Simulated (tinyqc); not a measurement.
# Changing the filling n per spin orbital

Model: Stoner model of a band magnet at zero temperature. Computed by tinyqc, a small Python program. Command: `OMP_NUM_THREADS=1 python tinyqc.py 3015947 3015948 out.jsonl stoner sweep`. One thread of a shared host (Intel(R) Xeon(R) Processor @ 2.30GHz), about 0.06 s of CPU time with the checks.

Five orbitals per spin share one band; u = (E - E_bottom)/W runs from 0 to 1, and the states per spin, atom and energy are g = 5 d(u)/W with d = (8/pi) sqrt(u (1 - u)). N(u) is the integral of d from 0. The moment m = n_up - n_down (electrons per atom) moves the fillings to n +/- m/10; the energy is E(m) = E_band(m) - I m^2/4.

Inputs (values chosen for the exercise, for a model d band):

| quantity | value | unit |
|---|---|---|
| band width W | 2.4 | eV |
| Stoner parameter I | 0.328 | eV |
| start moment m0 | 0.28 | mu_B |
| largest number of steps | 600 | - |

Density of states: semi-elliptic.

Method. Solve N(u_F) = n; g_F = 5 d(u_F)/W; the Stoner product is I g_F. Split the bands by Delta = I m, find the common Fermi level that keeps 10 n electrons, and read m(out) = 5 [N(u + Delta/(2W)) - N(u - Delta/(2W))], N clipped to 0 and 1. Start from m0 (at most 0.9 m_max, m_max = 10 min(n, 1 - n)); stop when m changes by less than 1e-8; moments under 1e-5 count as 0.

One run for each value:

| filling n per spin orbital | moment m (mu_B) | Stoner product I g_F | g_F (1/eV) |
|---|---|---|---|
| 0.08 | 0 | 0.59311 | 1.8083 |
| 0.16 | 0 | 0.71731 | 2.1869 |
| 0.25 | 0 | 0.79589 | 2.4265 |
| 0.33 | 0 | 0.83764 | 2.5538 |
| 0.42 | 0 | 0.86311 | 2.6314 |
| 0.58 | 0 | 0.86311 | 2.6314 |
| 0.67 | 0 | 0.83764 | 2.5538 |
| 0.75 | 0 | 0.79589 | 2.4265 |
| 0.84 | 0 | 0.71731 | 2.1869 |
| 0.92 | 0 | 0.59311 | 1.8083 |

What does the table show, and why?

Over the rows, moment m (mu_B) does not change; Stoner product I g_F goes from 0.593 through a maximum among these rows, 0.863 at 0.420, to 0.593; g_F (1/eV) goes from 1.81 through a maximum among these rows, 2.63 at 0.420, to 1.81. Rows at saturation, m = 10 min(n, 1 - n): 0 of 10. The filling sets I g_F through the shape of the band. Left out: 0.500 (half filling).

Extremes, crossings and ranges named in words are read from the listed rows.
